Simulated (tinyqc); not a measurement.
# From growth per cycle back to pulse time t

Model: atomic layer deposition: Langmuir saturation, growth per cycle and coating of deep features. Computed by tinyqc, a small Python program. Command: `OMP_NUM_THREADS=1 python tinyqc.py 3005522 3005523 out.jsonl ald inv`. One thread of a shared host (Intel(R) Xeon(R) Processor @ 2.30GHz), about 0.07 s of CPU time with the checks.

Precursor A sticks only on free sites, so a long enough pulse saturates; co-reactant B then frees the sites again.

Inputs (values chosen for the exercise, modelled on zinc oxide from diethylzinc and water):
```
quantity                                  value      unit
precursor mass M                            124         u
site density q                              7.5    1/nm^2
growth per cycle at saturation G            1.8  angstrom
sticking probability beta on free sites  0.0007         -
precursor pressure p                        7.9        Pa
temperature T                               250         C
co-reactant completion per pulse c_B       0.95         -
desorption energy E_d                      1.51        eV
purge time t_p                              3.1         s
```

Constants: u = 1.6605390666e-27 kg; k_B = 1.380649e-23 J/K; k_B = 8.617333262e-05 eV/K.

Method:
- Wall flux F = p/sqrt(2 pi M k_B T); rate of filling k_a = beta F/q; desorption k_d = 1e13 exp(-E_d/(k_B T)) per second. 1/m^2 = 1e-18/nm^2.
- Temperatures in kelvin are T(C) + 273.15.
- One cycle from coverage th0: pulse A gives th1 = th_s + (th0 - th_s) exp(-(k_a + k_d) t), th_s = k_a/(k_a + k_d); the purge leaves th2 = th1 exp(-k_d t_p); pulse B converts c_B th2 into film and leaves th3 = (1 - c_B) th2. Growth = G c_B th2.
- The periodic state has th0 = th3: th0 = (1 - c_B) e_p th_s (1 - e_a)/(1 - (1 - c_B) e_p e_a), with e_a = exp(-(k_a + k_d) t), e_p = exp(-k_d t_p).
- Share of impinging molecules used = q (th1 - th0)/(F t).

Question. A run gave the result below. Find the pulse time t, known to lie between 0.42 and 1 s.

growth per cycle = 1.541013 angstrom

Answer.

Each step takes the trial c = (a f_b - b f_a)/(f_b - f_a), f being the result less the target and a, b, c the logarithms of the listed values; c replaces end b, the old b replaces a if the sign of f changed, and otherwise f_a is halved.

Scan of the range:
```
pulse time t (s)  growth per cycle (angstrom)
0.420                                 1.50020
0.485                                 1.52370
0.561                                 1.53975
0.648                                 1.54963
0.749                                 1.55525
0.865                                 1.55808
1.000                                 1.55936
```

False position (Illinois rule, in the logarithm of the input) inside the bracket:
```
step     end a     end b     trial  growth per cycle (angstrom)
1     0.561000  0.648000  0.571460                      1.54131
2     0.561000  0.571460  0.568090                      1.54082
3     0.571460  0.568090  0.569409                      1.54101
4     0.568090  0.569409  0.569401                      1.54101
5     0.568090  0.569401  0.569401                      1.54101
6     0.569401  0.569401  0.569401                      1.54101
```

Growth per cycle rises at every point of a 13-point scan of the range (every second point is shown), so one value fits; it is bracketed by 0.561 and 0.648. Answer: pulse time t = 0.5694 s.
